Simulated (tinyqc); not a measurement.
## Bandgap voltage reference from two bipolar transistors: effect of the output resistor at T0

Two transistors of area 1 and N carry the same current I. Is(T) = Is (T/T0)^eta exp[(Vg0 q/kB)(1/T0 - 1/T)], VBE1 = Vt ln(I/Is(T)) + I rb, VBE2 = Vt ln(I/(N Is(T))) + I rb/N. The amplifier forces I R1(T) = VBE1 - VBE2 + Vos, with R(T) = R (1 + tc (T - T0)) for both resistors, and the output is Vref = VBE1 + I R2(T). Base currents and the Early effect are neglected.

Vt = kB T/q; I = (Vt ln N + Vos)/(R1(T) - rb (1 - 1/N)). Box coefficient: span of Vref between 233 and 398 K over its average over T and over 165 K. The last column is the R2 that gives zero slope at T0.

Parameters, values chosen for the exercise; values of the order met in silicon bipolar transistors: reference temperature T0 = 300 K; band-gap voltage extrapolated to 0 K Vg0 = 1.142 V; temperature exponent of the saturation current eta = 4.1; saturation current of the unit transistor at T0 Is = 7.7e-16 A; area ratio of the second transistor N = 24; resistor across which the difference of VBE falls, at T0 R1 = 15 kohm; temperature coefficient of both resistors tc = 1200 ppm/K; offset of the amplifier Vos = 0 mV; series resistance of the unit transistor rb = 26 ohm.

Constants: q = 1.602176634e-19 C, kB = 1.380649e-23 J/K. Results are converted to the units shown.

Result of one run:
```
I at T0 (uA),Vref at T0 (V),slope at T0 (uV/K),box coefficient (ppm/K),R2 for zero slope (kohm)
5.486,1.283,171.6,123.7,117.6
```

Which output resistor at T0 R2 gave this result: 111.7, 115.3, 120 or 127 kohm?

R2 = 127 kohm.

The whole series:
```
R2 (kohm),I at T0 (uA),Vref at T0 (V),slope at T0 (uV/K),box coefficient (ppm/K),R2 for zero slope (kohm)
108.2,5.486,1.180,-172.0,157.0,117.6
111.7,5.486,1.199,-108.0,100.9,117.6
115.3,5.486,1.219,-42.23,47.88,117.6
117.6,5.486,1.232,-0.1942,23.12,117.6
120,5.486,1.245,43.67,31.35,117.6
123.5,5.486,1.264,107.6,75.07,117.6
127,5.486,1.283,171.6,123.7,117.6
```

As R2 goes from 108.2 to 127, Vref rises from 1.180 to 1.283 V and the box coefficient goes from 157 through a minimum of 23.1 (at R2 = 117.6 among the rows listed) to 124 ppm/K. One per cent in R2 moves the slope by 21.5 uV/K.

Computed by the program tinyqc: `OMP_NUM_THREADS=1 python tinyqc.py 2062182 2062183 out.jsonl`, one thread of a shared Intel Xeon 2.30GHz, about 0.02 s for the whole run.
